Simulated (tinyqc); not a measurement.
# Carrier lifetime of a p-type layer with SRH, radiative, Auger and surface recombination: what changes with what

Uniform excess density dn = dp (no trapping), n = n0 + dn, p = p0 + dn, Boltzmann statistics, full ionisation. Surfaces enter as a rate 2 S dn/d, which holds while diffusion to them is fast.

Values chosen for this exercise; band and dielectric values those of a made-up semiconductor:
- T = 300 K (temperature)
- Eg = 1.77 eV (band gap)
- Nc = 8.42e17 cm^-3 (conduction-band density of states at T)
- Nv = 1.63e19 cm^-3 (valence-band density of states at T)
- B = 2.46e-10 cm^3/s (radiative coefficient)
- N = 1.5e17 cm^-3 (acceptor density)
- Cn = 9.3e-31 cm^6/s (Auger coefficient (two electrons))
- Cp = 7.1e-31 cm^6/s (Auger coefficient (two holes))
- Nt = 9.7e11 cm^-3 (trap density)
- sn = 8e-14 cm^2 (capture cross-section for electrons)
- sp = 2e-16 cm^2 (capture cross-section for holes)
- vth = 1.2e7 cm/s (thermal velocity (both carriers))
- Et = 1.08 eV (trap level below the conduction band)
- S = 0 cm/s (surface recombination velocity (both faces))
- d = 2 um (sample thickness)

Constants: q = 1.602176634e-19 C, kB = 1.380649e-23 J/K, Vt = kB T/q. Results are converted to the units shown.

Each table varies one quantity; the others keep the values above.

## Lifetime against injection

ni = sqrt(Nc Nv) exp(-Eg/(2 Vt)), Eg in volts; majority density N/2 + sqrt(N^2/4 + ni^2), n0 p0 = ni^2; n1 = Nc exp(-Et/Vt), p1 = Nv exp((Et - Eg)/Vt); tn0 = 1/(sn vth Nt), tp0 = 1/(sp vth Nt). With e = n p - ni^2 = dn (n0 + p0 + dn): U_SRH = e/(tp0 (n + n1) + tn0 (p + p1)), U_rad = B e, U_Aug = (Cn n + Cp p) e, U_s = 2 S dn/d. Each tau is dn over its rate; tau = dn/U with U the sum.

Result of one run:
```
dn (cm^-3)  tau_SRH (s)  tau_rad (s)  tau_Aug (s)    tau (s)  radiative share (%)  largest path
1e19           4.243e-4    4.005e-10     5.969e-9  3.753e-10                93.71     radiative
```

What becomes of these results when the excess density dn is changed from 1e19 to 1e16 cm^-3, all else the same?

Result of the changed run:
```
dn (cm^-3)  tau_SRH (s)  tau_rad (s)  tau_Aug (s)   tau (s)  radiative share (%)  largest path
1e16           2.792e-5     2.541e-8     5.085e-5  2.537e-8                99.86     radiative
```

The whole series:
```
dn (cm^-3)  tau_SRH (s)  tau_rad (s)  tau_Aug (s)    tau (s)  radiative share (%)  largest path
1e11           1.074e-6     2.710e-8     6.260e-5   2.642e-8                97.50     radiative
1e12           1.077e-6     2.710e-8     6.260e-5   2.642e-8                97.50     radiative
1e13           1.103e-6     2.710e-8     6.258e-5   2.644e-8                97.56     radiative
1e14           1.360e-6     2.708e-8     6.246e-5   2.654e-8                98.01     radiative
1e15           3.919e-6     2.692e-8     6.124e-5   2.673e-8                99.27     radiative
1e16           2.792e-5     2.541e-8     5.085e-5   2.537e-8                99.86     radiative
1e17           1.729e-4     1.626e-8     1.479e-5   1.624e-8                99.88     radiative
1e18           3.746e-4     3.535e-9     4.979e-7   3.510e-9                99.29     radiative
1e19           4.243e-4    4.005e-10     5.969e-9  3.753e-10                93.71     radiative
```

Radiative recombination leads at dn = 1e11 and in all other rows. The total lifetime goes from 2.64e-8 through a maximum of 2.67e-8 (at dn = 1e15 among the rows listed) to 3.75e-10 s. tau_SRH goes from 1.07e-6 s (low-injection limit 1.07e-6 s) to 4.24e-4 s (high-injection limit tn0 + tp0 = 4.31e-4 s). Between the last two rows tau_rad goes as dn^(-0.95) and tau_Aug as dn^(-1.92); the radiative share goes from 97.5 through a maximum of 99.9 (at dn = 1e17 among the rows listed) to 93.7 %. For dn = 1e18, 1e19 the carriers are degenerate, where B and the Auger coefficients no longer stay constant.

## Effect of the capture cross-section for electrons at dn = 2e14 cm^-3

Same model as above.

Here dn = 2e14 cm^-3.

The same in every row: tau_rad (s) = 2.7064e-8; tau_Aug (s) = 6.2323e-5.

Effect of the capture cross-section for electrons at dn = 2e14 cm^-3:
```
sn (cm^2)  tau_SRH (s)    tau (s)  radiative share (%)  largest path
2e-19          0.42955  2.7052e-8               99.957     radiative
2e-18         0.042956  2.7052e-8               99.957     radiative
2e-17        0.0042961  2.7052e-8               99.956     radiative
2e-16        4.3013e-4  2.7051e-8               99.950     radiative
2e-15        4.3527e-5  2.7036e-8               99.895     radiative
2e-14        4.8675e-6  2.6903e-8               99.404     radiative
2e-13        1.0015e-6  2.6341e-8               97.328     radiative
```

Radiative recombination leads at sn = 2e-19 and in all other rows. tau_SRH falls from 0.430 to 1.00e-6 s and the total lifetime falls from 2.71e-8 to 2.63e-8 s.

Computed by the program tinyqc: `OMP_NUM_THREADS=1 python tinyqc.py 2300037 2300038 out.jsonl`, one thread of a shared Intel Xeon 2.30GHz, about 0.01 s for the whole run.
